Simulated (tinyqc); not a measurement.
# Keating valence-force model of a tetrahedral crystal, step by step

A worked calculation. Computed by tinyqc, a small Python program that keeps every step. Command: `OMP_NUM_THREADS=1 python tinyqc.py 3018353 3018354 out.jsonl keating walk`. One thread of a shared host (Intel(R) Xeon(R) Processor @ 2.30GHz), about 0.02 s of CPU time with the checks. Intermediate numbers are printed to about 6 digits and carried at full precision; extremes and crossings named in words are read from the listed rows.

Atom A sits at 0 and atom B at a/4 (1,1,1) of an fcc lattice; the four bonds from A are t = a/4 (1,1,1), a/4 (1,-1,-1), a/4 (-1,1,-1), a/4 (-1,-1,1), of length d = sqrt(3) a/4. Energy: E = (3 alpha/(8 d^2)) sum over bonds (r.r - d^2)^2 + (3 beta/(8 d^2)) sum over pairs of bonds at one atom (r_i.r_j + d^2/3)^2, with beta_A for the six pairs at A and beta_B for the six at B. The cell holds two atoms, Omega = a^3/4. 1 N/m = 1 J/m^2. With constants fitted to the elastic moduli this model puts optical and zone-boundary frequencies of real crystals too high, by up to about 20 % in elemental crystals and up to about 50 % in compounds, and mostly by more for TA modes; in compounds the lattice part of the static dielectric constant then comes out too low.

Inputs (values chosen for the exercise, modelled on gallium antimonide):
```
quantity                value      unit
lattice constant a      6.096  angstrom
mass M_A                69.72         u
mass M_B               121.76         u
bond stretching alpha      33       N/m
bond bending beta_A      7.48       N/m
bond bending beta_B      8.97       N/m
Born charge Z*           1.84         e
eps_inf                  14.7         -
mesh divisions n            6         -
temperature T              77         K
```

Structure: zinc blende.

wave vector q (2 pi/a): 0.36  0.19  0.26

Constants: 1 eV/angstrom^2 = 16.02176634 J/m^2; nu for 1 eV/(angstrom^2 u) = 15.6333042 THz; 1 THz = 33.35640952 1/cm; e^2/(4 pi eps_0) = 14.39964548 eV angstrom; u = 1.6605390666e-27 kg; h x 1 THz = 4.135667696 meV; k_B = 8.617333262e-05 eV/K.

## Dynamical matrix at q

With displacements u exp(i q.r), each bracket changes by g.u, where g = (g_A, g_B): bond t, g = (-2 t, 2 t exp(i q.t)); pair (i, j) at A, g = (-(t_i + t_j), t_i exp(i q.t_j) + t_j exp(i q.t_i)); pair at B, g = (-t_i exp(-i q.t_j) - t_j exp(-i q.t_i), t_i + t_j). Then D_mn = sum over the 4 bonds and 12 pairs of (4 k/a^2) conj(g_m) g_n / sqrt(M_m M_n), with k = alpha or beta converted to eV/angstrom^2. Only the short-range forces enter; the Coulomb field of the charges is left out.

D(q) (eV/(angstrom^2 u)), lower triangle (Hermitian):
```
                     A x                  A y                  A z                 B x
A x             0.155031
A y   0.004084-0.002349i             0.150619
A z   0.005297-0.001168i   0.003290+0.001036i             0.151594
B x  -0.082733-0.006990i   0.009707+0.021516i   0.013654+0.015296i            0.088066
B y   0.009707+0.021516i  -0.082733-0.006990i   0.006619+0.031553i  0.001950+0.001122i
B z   0.013654+0.015296i   0.006619+0.031553i  -0.082733-0.006990i  0.002529+0.000558i

                    B y       B z
B y            0.085960
B z  0.001571-0.000495i  0.086425
```

## Frequencies at q

Diagonalise the Hermitian matrix D. An eigenvalue lambda of D in eV/(angstrom^2 u) gives nu = 15.6333042 THz x sqrt(lambda). The weight on A is the sum of |e|^2 over the three components of atom A.

frequencies (THz): 1.71720  1.87384  3.29658  7.10618  7.31524  7.35302

weights on atom A: 0.348323  0.344854  0.285115  0.708829  0.655982  0.656897

The top mode has 66 % of its weight on A, the lighter atom.

## Elastic constants and internal strain

beta = (beta_A + beta_B)/2; C11 = (alpha + 3 beta)/a, C12 = (alpha - beta)/a, C44 = 4 alpha beta/(a (alpha + beta)); with the two sublattices clamped C44(0) = (alpha + beta)/a; internal-strain parameter zeta = (alpha - beta)/(alpha + beta); B = (C11 + 2 C12)/3.

C11 = 94.6112 GPa

C12 = 40.6414 GPa

C44 = 43.2020 GPa

clamped C44(0) = 67.6263 GPa

internal-strain parameter zeta = 0.600970

bulk modulus B = 58.6313 GPa

Letting the sublattices shift lowers C44 by 36 %, which is zeta^2. A shear is shared between bond lengths and angles. The model fixes 2 C44 (C11 + C12)/((C11 - C12)(C11 + 3 C12)) = 1.000 whatever alpha and beta are.

## Optical mode at the zone centre

beta = (beta_A + beta_B)/2; mu = M_A M_B/(M_A + M_B); lambda = 4 (alpha + beta)/mu with the springs in eV/angstrom^2; nu = 15.6333042 THz x sqrt(lambda).

reduced mass mu = 44.3342 u

nu_TO at G = 7.53246 THz

the same as a wavenumber = 251.256 1/cm

## LO-TO splitting

The long-range field adds 4 pi Z*^2 (e^2/(4 pi eps_0))/(eps_inf Omega mu) to lambda for the longitudinal mode at q -> 0; lambda = (nu/15.6333042 THz)^2; eps_0 = eps_inf (nu_LO/nu_TO)^2 (Lyddane-Sachs-Teller; here eps_0 is the static dielectric constant).

nu_LO at G = 7.79709 THz

static dielectric constant = 15.7510

The splitting is 3.5 % of nu_TO, and the lattice adds 1.05 to the dielectric constant.

## Frequencies at the zone boundary

The formulas are those given above.

Frequencies (THz) at points given in 2 pi/a:
```
point                 nu 1     nu 2     nu 3     nu 4     nu 5     nu 6
X (1, 0, 0)        3.20008  3.20008  4.94038  6.62792  6.81890  6.81890
L (0.5, 0.5, 0.5)  2.27917  2.27917  4.80293  6.50913  7.17936  7.17936
W (1, 0.5, 0)      3.49000  3.58176  4.54521  6.00658  6.90343  7.23934
K (0.75, 0.75, 0)  2.96392  3.80354  4.60953  6.10657  6.92481  7.19867
```

At X the two longitudinal modes are split (4.94 and 6.63 THz) because each moves one sublattice alone.

## Lowest frequency at X

Take the lowest frequency at X = (1, 0, 0) 2 pi/a, the transverse acoustic (TA) mode.

TA frequency at X = 3.20008 THz

## Transverse acoustic branch against its sound line

The sound line is nu = v q/(2 pi) with v = sqrt(C44/rho), rho = (M_A + M_B)/Omega; the clamped line uses C44(0).

Frequencies (THz) along G-X; columns: (1) q (2 pi/a); (2) lowest branch; (3) sound line, relaxed C44; (4) sound line, clamped C44(0); (5) third-lowest frequency; (6) highest frequency:
```
(1)       (2)      (3)      (4)      (5)      (6)
0.05  0.22739  0.22752  0.28467  0.33651  7.52968
0.15  0.67904  0.68257  0.85400  1.00491  7.50734
0.30  1.33638  1.36515  1.70799  1.97869  7.43056
0.45  1.94764  2.04772  2.56199  2.89029  7.29906
0.60  2.48234  2.73030  3.41598  3.70679  7.11260
0.75  2.89995  3.41287  4.26998  4.38456  6.95185
0.90  3.14991  4.09544  5.12397  4.83921  6.84222
1.00  3.20008  4.55049  5.69330  4.94038  6.81890
```

At small q the branch follows the relaxed line (0.999 of it, against 0.799 of the clamped one): in a long shear wave the sublattices shift against each other. At X it reaches 70 % of the relaxed line. Real tetrahedral semiconductors have flatter TA branches than a Keating model fitted to their elastic constants, which needs longer-ranged terms to mend.

## Thermal sums on a mesh

Mesh: q = sum_i (m_i + 1/2)/n b_i, m_i = 0..n-1, with b = [[-1, 1, 1], [1, -1, 1], [1, 1, -1]] in 2 pi/a; sums over the six modes are averaged over the n^3 points and halved, per atom. With x = h nu/(k_B T) and n = 1/(exp(x) - 1) for each mode: F = k_B T [x/2 + ln(1 - exp(-x))], U = k_B T x (n + 1/2), S/k_B = x n - ln(1 - exp(-x)), C/k_B = x^2 n (n + 1). The acoustic share counts the three lowest modes at each q; zero-point energy = sum h nu/2.

free energy F = 29.3349 meV/atom

entropy S = 0.910166 k_B/atom

heat capacity C = 1.46942 k_B/atom

acoustic share of C = 0.742498

zero-point energy = 31.3962 meV/atom

C is 49 % of the classical value; the optical modes are still largely frozen out.

Checks made by the program: slopes of the acoustic branches along [110] against C11, C12 and the relaxed C44 (relative difference 1e-06); zone-centre optical mode against D(q = 0) (relative difference below 1e-10); longitudinal modes at X against the diagonal of D (relative difference below 1e-10).
